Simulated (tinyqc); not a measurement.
# Worked calculation: resistance of a tapered via with liner, size effect and interface

tinyqc, about 0.01 s, one thread, Intel Xeon 2.30GHz (shared host): `OMP_NUM_THREADS=1 python tinyqc.py 2750107 2750108 out.jsonl` Printed values are rounded.

A round via whose diameter grows from db at the bottom as D(z) = db + 2 z/tan(ang). The fill, of diameter D - 2 tl, starts above the bottom liner (thickness fb tl) and has rho = rho0 (1 + ks lam/(D - 2 tl)); the sidewall liner conducts in parallel with it. The bottom liner and the interface are crossed over the full area pi db^2/4. Spreading in the lines above and below is left out.

Parameters, values chosen for the exercise; fill metal close to cobalt:
- db = 11 nm (diameter at the bottom)
- hv = 19 nm (height)
- ang = 86 degrees (sidewall angle)
- rho0 = 6.34 uohm cm (bulk resistivity of the fill)
- lam = 12 nm (mean free path of the fill)
- ks = 1.5 (size-effect factor)
- tl = 1.6 nm (liner on the sidewall)
- fb = 1 (liner at the bottom over that on the sidewall)
- rl = 350 uohm cm (resistivity of the liner)
- ri = 7.6e-12 ohm cm^2 (interface resistivity at the bottom)
- Sb = 1e15 S/m^2 (ballistic conductance per area, about 3/(4 rho0 lam))

## Slices of the via

Slices between z0 = fb tl and hv, evaluated at their midpoints: conductance per length pi/4 [(D - 2 tl)^2/rho + (D^2 - (D - 2 tl)^2)/rl], slice resistance = slice height over that. 6 slices.

```
slice,z (nm),D (nm),rho (uohm cm),slice resistance (ohm)
0,3.05,11.4266,20.2122,10.4660
1,5.95,11.8321,19.5604,9.23903
2,8.85,12.2377,18.9671,8.20363
3,11.75,12.6433,18.4248,7.32340
4,14.65,13.0489,17.9271,6.56993
5,17.55,13.4544,17.4688,5.92086
```

## Total resistance

R_fill = sum of the slices; R_bottom = rl fb tl/(pi db^2/4); R_interface = ri/(pi db^2/4); ballistic (Sharvin) limit 1/(Sb pi (db - 2 tl)^2/4); ideal cylinder rho0 hv/(pi db^2/4).

parts (ohm): fill 47.7229, bottom liner 58.9268, interface 7.99721
R = 114.647 ohm
shares (%): fill 41.6260, bottom liner 51.3985, interface 6.9755
ballistic limit = 20.9277 ohm
ideal cylinder = 12.6756 ohm

The bottom liner is the largest part, and R is 9.04 times the ideal cylinder. With 2000 slices R = 114.68 ohm.
